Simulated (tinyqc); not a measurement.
# Conductivities from two wire lengths

Question. A wire with uniform heating p0 per length and ends at the substrate temperature has theta(L/2) = (p0/g)[1 - 1/cosh(L/(2 LH))], LH = sqrt(kap A/g). Find LH, g and kap.

Parameters, values chosen for the exercise: cross-section A = 1200 nm^2; heating per length p0 = 0.068 uW/nm.

theta at the middle for L = 1200 and 2400 nm (K): 26.503449  55.074250

Solution. With c = cosh(L1/(2 LH)) the longer wire has 2 c^2 - 1. The ratio of the two rises falls steadily from 4 to 1 as c grows, so it fixes c; g and kap follow.

LH = 597 nm
g = 0.910 W/(m K)
kap = 270 W/(m K)

Computed by the program tinyqc: `OMP_NUM_THREADS=1 python tinyqc.py 2520151 2520152 out.jsonl`, one thread of a shared Intel Xeon 2.30GHz, about 0.01 s for the whole run.
